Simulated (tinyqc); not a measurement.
Free and nearly free electrons in a metal: one step. The sphere against the zone faces. Two cases, with inputs chosen for the exercise.

Question. Take G = (hkl) 2 pi/a for (111), (200) and (220), with the number of equivalent faces. The Bragg plane of G lies at |G|/2 with |G| = (2 pi/a) sqrt(h^2 + k^2 + l^2). Where kF exceeds it, the sphere cuts the plane in a circle of radius sqrt(kF^2 - G^2/4).

Give: Distance and circle for each G.

Case 1.

Values chosen (out of a larger set: near those of Cu, whose d bands this model ignores; not measured data): a = 3.603 angstrom (fcc lattice constant).

kF = 1.363001 1/angstrom

Answer.

Distance and circle for each G:

| G | faces | \|G\|/2 (1/angstrom) | kF/(\|G\|/2) | circle radius |
|---|---|---|---|---|
| (111) | 8 | 1.5102 | 0.9025 | - |
| (200) | 6 | 1.7439 | 0.7816 | - |
| (220) | 12 | 2.4662 | 0.5527 | - |

The sphere stays inside the first zone; it reaches 0.903 of the way to the nearest faces.

Case 2.

Values chosen (out of a larger set: near those of Co, whose d bands this model ignores; not measured data): a = 3.519 angstrom (fcc lattice constant).

kF = 1.758265 1/angstrom

Answer.

Distance and circle for each G:

| G | faces | \|G\|/2 (1/angstrom) | kF/(\|G\|/2) | circle radius |
|---|---|---|---|---|
| (111) | 8 | 1.5463 | 1.1371 | 0.8369 |
| (200) | 6 | 1.7855 | 0.9847 | - |
| (220) | 12 | 2.5251 | 0.6963 | - |

The sphere crosses the (111) faces, so electrons spill into higher zones.

Computed by tinyqc, one run a case: `OMP_NUM_THREADS=1 python tinyqc.py N N+1 out.jsonl` with N = 1651016, 1651206; one thread of a shared Intel(R) Xeon(R) Processor @ 2.30GHz, about 0.01 s a run at most.
